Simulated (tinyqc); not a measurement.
# MESFET, gradual channel with velocity saturation: two studies

A uniformly doped n-type channel, depleted from the top by a Schottky gate; at channel potential V the depleted share of a is u = sqrt((Vbi - Vg + V)/Vp), s at the source. Electrons drift with v = mu E/(1 + mu E/vsat). Abrupt depletion edge, no series resistance, source at 0.

Inputs (values chosen for the exercise); material values close to those of indium phosphide: temperature T = 273 K; relative permittivity of the semiconductor eps_r = 12.7; conduction-band density of states at T Nc = 4.97e17 cm^-3; donor density of the channel Nd = 2.9e17 cm^-3; channel thickness a = 140 nm; low-field mobility at this doping mu = 2200 cm^2/(V s); saturation velocity vsat = 1.1e7 cm/s; gate length L = 5 um; gate width W = 50 um; Schottky barrier phiB = 0.89 V; gate voltage Vg = -0.6 V.

Constants: q = 1.602176634e-19 C, kB = 1.380649e-23 J/K, Vt = kB T/q, eps0 = 8.8541878128e-14 F/cm where lengths are in cm. Results are converted to the units shown.

Each table varies one quantity; the others keep the values above.

## Effect of the gate voltage on saturation

Vbi = phiB - Vt ln(Nc/Nd); Vp = q Nd a^2/(2 eps0 eps_r); G0 = q mu Nd a W/L; Z = mu Vp/(vsat L); s = sqrt((Vbi - Vg)/Vp). I = (G0 Vp/3) F/(1 + Z (u^2 - s^2)), F = 3 (u^2 - s^2) - 2 (u^3 - s^3), with u at V = Vd; Z = 0 gives constant mobility, for which u stops at 1. The current peaks at u = um, the root of (1 - u)(1 + Z (u^2 - s^2)) = Z F/3; beyond Vdsat = Vp (um^2 - s^2) it is held at that value. gm = G0 (um - s)/(1 + Z (um^2 - s^2)).

The same in every row: Z = 1.6197.

Effect of the gate voltage on saturation:

| Vg (V) | um | Vdsat (V) | Isat (mA) | Isat for Z = 0 (mA) | gm (mS) |
|---|---|---|---|---|---|
| -2.8 | 0.99697 | 0.34745 | 0.10858 | 0.12420 | 0.55289 |
| -2.33 | 0.98618 | 0.73084 | 0.49446 | 0.64997 | 1.0653 |
| -1.87 | 0.96982 | 1.0613 | 1.0796 | 1.5896 | 1.4681 |
| -1.4 | 0.94810 | 1.3626 | 1.8569 | 3.0196 | 1.8355 |
| -0.93 | 0.92163 | 1.6322 | 2.8038 | 4.9716 | 2.1953 |
| -0.47 | 0.89102 | 1.8675 | 3.8989 | 7.4496 | 2.5737 |
| 0 | 0.85429 | 2.0779 | 5.2132 | 10.657 | 3.0386 |

As Vg goes from -2.8 to 0 V, Vdsat rises from 0.347 to 2.08 V, Isat rises from 0.109 to 5.21 mA and gm rises from 0.553 to 3.04 mS. Isat is 0.874 of the constant-mobility value in the first row and 0.489 in the last. At Vg = -2.8 V the open channel at the source, (1 - s) a, is under two Debye lengths, so the abrupt edge is rough. In every row Nd is not small against Nc, so the Boltzmann form of Vbi is rough.

## Effect of the low-field mobility at this doping on saturation

Same model as above.

Effect of the low-field mobility at this doping on saturation:

| mu (cm^2/(V s)) | Z | um | Vdsat (V) | Isat (mA) | Isat for Z = 0 (mA) | gm (mS) |
|---|---|---|---|---|---|---|
| 440 | 0.3239 | 0.9687 | 2.323 | 1.119 | 1.338 | 0.8803 |
| 720 | 0.5301 | 0.9534 | 2.203 | 1.668 | 2.189 | 1.270 |
| 1200 | 0.8835 | 0.9321 | 2.041 | 2.428 | 3.648 | 1.772 |
| 2000 | 1.472 | 0.9056 | 1.844 | 3.376 | 6.080 | 2.349 |
| 3200 | 2.356 | 0.8775 | 1.641 | 4.383 | 9.728 | 2.913 |
| 5300 | 3.902 | 0.8450 | 1.414 | 5.547 | 16.11 | 3.516 |
| 8800 | 6.479 | 0.8118 | 1.191 | 6.735 | 26.75 | 4.093 |

What does the comparison show?

As mu goes from 440 to 8800 cm^2/(V s), Vdsat falls from 2.32 to 1.19 V, Isat rises from 1.12 to 6.73 mA and gm rises from 0.880 to 4.09 mS. Isat is 0.836 of the constant-mobility value in the first row and 0.252 in the last. In every row Nd is not small against Nc, so the Boltzmann form of Vbi is rough.

Numbers from tinyqc (`OMP_NUM_THREADS=1 python tinyqc.py 2500147 2500148 out.jsonl`; about 0.04 s on one thread of a shared Intel Xeon 2.30GHz).
